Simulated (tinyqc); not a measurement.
Floating body of a partially depleted SOI transistor: body voltage and kink: two steps of the calculation.

Source at 0 V. Channel current Ic = 2 nf K Vt^2 [F(0) - F(Vd)](1 + la Vd), F(V) = ln^2(1 + exp((Vg - VT - nf V)/(2 nf Vt))), VT = VT0 - gb Vb. Saturation voltage Vs = 2 Vt sqrt(F(0)) + 3 Vt, excess Ve = (Vd - Vs + sqrt((Vd - Vs)^2 + 0.0004 V^2))/2, multiplication M1 = Ai Ve exp(-Bl/Ve). Each junction passes D(v) = J1 (exp(v/Vt) - 1) + J2 (exp(v/(2 Vt)) - 1). Bipolar current Ib = bb J1 (exp(Vb/Vt) - 1). The body settles where M1 (Ic + Ib) = D(Vb) + D(Vb - Vd) + Vb/Rb; drain current Id = (1 + M1)(Ic + Ib) - D(Vb - Vd).

Inputs (values chosen for the exercise); values of the order met in partially depleted silicon-on-insulator transistors:
- T = 358 K (temperature)
- VT0 = 0.32 V (threshold at zero body voltage)
- gb = 0.12 (fall of the threshold per volt of body voltage)
- nf = 1.42 (slope factor)
- K = 120 uA/(V^2 um) (gain factor per width)
- la = 0.08 1/V (channel-length modulation factor)
- Ai = 1.95 1/V (impact-ionisation prefactor)
- Bl = 5.1 V (impact-ionisation voltage)
- J1 = 8.4e-11 uA/um (diffusion saturation current of each junction)
- J2 = 6.2e-7 uA/um (recombination saturation current of each junction)
- bb = 0.5 (gain of the lateral bipolar transistor on the diffusion current)
- Rb = 3e5 kohm um (resistance of a weak body tie to the source (1e9 stands for no tie, and the term is then dropped))
- Vg = 0.63 V (gate voltage)
- Vd = 2.3 V (drain voltage)

Constants: q = 1.602176634e-19 C, kB = 1.380649e-23 J/K, Vt = kB T/q. Results are converted to the units shown.

Task 1. New Vb. Current into the body I_in = M1 (Ic + Ib) - D(Vb - Vd), current out I_out = D(Vb) + Vb/Rb; f = ln(I_in/I_out), s = df/dVb by central differences over 1e-5 V, Vb(new) = Vb - f/s.

Vb after iteration 1 = 0.59941264 V

Give: Ic; Ve; M1; I_in; I_out; f; s; Vb after iteration 2.

Result 1.

Ic = 7.340 uA/um
Ve = 1.938 V
M1 = 0.2718
I_in = 1.998 uA/um
I_out = 0.03531 uA/um
f = 4.036
s = -25.45 1/V
Vb after iteration 2 = 0.7580 V

Task 2. Drain current with floating and with grounded body. Id and VT at the converged Vb, Id at Vb = 0, their ratio, and the bipolar share Ib/(Ic + Ib).

converged Vb = 0.74183675 V

Wanted: VT; Id, floating; Id, grounded; ratio; bipolar share.

Result 2.

VT = 0.2310 V
Id, floating = 11.60 uA/um
Id, grounded = 6.341 uA/um
ratio = 1.830
bipolar share = 12.71 %

The body rises to 0.742 V and lowers the threshold by 89.0 mV.

Range of the model: The multiplication law is an empirical form chosen for the exercise; self-heating and capacitive coupling to the body are left out, and the linear laws are rough once Vb passes about 0.7 V or M1 about 0.1.

tinyqc, about 0.2 s, one thread, Intel Xeon 2.30GHz (shared host): `OMP_NUM_THREADS=1 python tinyqc.py 2182125 2182126 out.jsonl`
